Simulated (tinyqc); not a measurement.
# From one set of inputs to another, one input at a time

Model: classical nucleation, growth and JMAK kinetics of crystallisation from a melt or glass. Computed by tinyqc, a small Python program. Command: `OMP_NUM_THREADS=1 python tinyqc.py 3016947 3016948 out.jsonl nucl ladder`. One thread of a shared host (Intel(R) Xeon(R) Processor @ 2.30GHz), about 0.02 s of CPU time with the checks.

A spherical nucleus cap on a flat wall with a sharp interface of isotropic energy gamma; lambda = Omega^(1/3) is the jump distance.

The inputs printed are set A. Inputs not listed in the table keep their values of set A, so the rows need not describe a real material.

Inputs (values chosen for the exercise, for a model substance):
```
quantity                        value        unit
melting point T_m                1740           K
heat of melting per volume H     1090      J/cm^3
interface energy gamma         0.0788       J/m^2
atomic volume Omega              22.8  angstrom^3
temperature T                    1034           K
diffusion prefactor D0        6.6e-07       m^2/s
activation energy Q              1.96          eV
contact angle theta                95     degrees
wall area per volume S_v      1.2e+06         1/m
time t                          0.038           s
```

Nucleation: on a flat wall. Driving force: Turnbull (linear).

Constants: e = 1.602176634e-19 C; k_B = 1.380649e-23 J/K; k_B = 8.617333262e-05 eV/K.

Method:
- Driving force per volume: dG = H (T_m - T)/T_m.
- Shape factor f = (2 + cos theta)(1 - cos theta)^2/4.
- W(r) = f [4 pi r^2 gamma - (4/3) pi r^3 dG]; r* = 2 gamma/dG; W* = f 16 pi gamma^3/(3 dG^2); n* = f (4/3) pi r*^3/Omega.
- D = D0 exp(-Q/(k_B T)); attachment rate k+ = (A*/lambda^2) D/lambda^2 with A* = 2 pi r*^2 (1 - cos theta); Zeldovich factor Z = sqrt(W*/(3 pi k_B T))/n*; sites per volume N = S_v/lambda^2; I = N Z k+ exp(-W*/(k_B T)); lag time = 1/(4 pi Z^2 k+).
- Growth (Wilson-Frenkel): u = (D/lambda) [1 - exp(-dG Omega/(k_B T))].
- D = D0 exp(-Q/(k_B T)).
- JMAK with steady nucleation and growth, nuclei spread at random: extended fraction X_e = (pi/3) I u^3 t^4, X = 1 - exp(-X_e); t_X = [-3 ln(1 - X)/(pi I u^3)]^(1/4); final grains per volume = Gamma(5/4) (3/pi)^(1/4) (I/u)^(3/4), Gamma(5/4) = 0.9064024771. Grain size = (grains per volume)^(-1/3).

Each row keeps all changes above it:
```
input moved                               from       to  barrier W* (eV)  nucleation rate I (1/(m^3 s))  half time t_0.5 (s)
set A                                        -        -           0.1479                      6.282e+27            7.360e-03
activation energy Q (eV)                  1.96      2.8           0.1479                      5.057e+23            9.143e+01
melting point T_m (K)                     1740     1620           0.1860                      3.295e+23            1.081e+02
temperature T (K)                         1034     1059           0.2030                      5.964e+23            5.544e+01
diffusion prefactor D0 (m^2/s)         6.6e-07  4.3e-07           0.2030                      3.886e+23            8.510e+01
heat of melting per volume H (J/cm^3)     1090     2890           0.0289                      2.619e+24            3.434e+01
contact angle theta (degrees)               95       80           0.0190                      2.738e+24            3.395e+01
atomic volume Omega (angstrom^3)          22.8     14.7           0.0190                      4.247e+24            3.214e+01
```

Barrier W* goes from 0.148 to 0.0190, a factor 0.128 in all. The largest single move comes from heat of melting per volume H (a factor 0.142), and melting point T_m works against it (a factor 1.26). Nucleation rate I goes from 6.28e27 to 4.25e24, a factor 6.76e-4 in all. The largest single move comes from activation energy Q (a factor 8.05e-5), and heat of melting per volume H works against it (a factor 6.74). Half time t_0.5 goes from 0.00736 to 32.1, a factor 4370 in all. The largest single move comes from activation energy Q (a factor 12400). The single moves hold for this order of the switches; the total does not depend on the order.

Caution (all rows): with under 20 atoms in the nucleus or a barrier under 10 k_B T the capillary model is only a guide. Caution (all rows): homogeneous nucleation, left out here, would be as fast or faster: the wall offers too few sites or too small a cut in the barrier. Caution (all rows): homogeneous nucleation, left out here, would be as fast or faster. Caution (all rows): grains come out smaller than the spacing of the walls, so nuclei are not spread at random as JMAK assumes.

Extremes, crossings and ranges named in words are read from the listed rows.
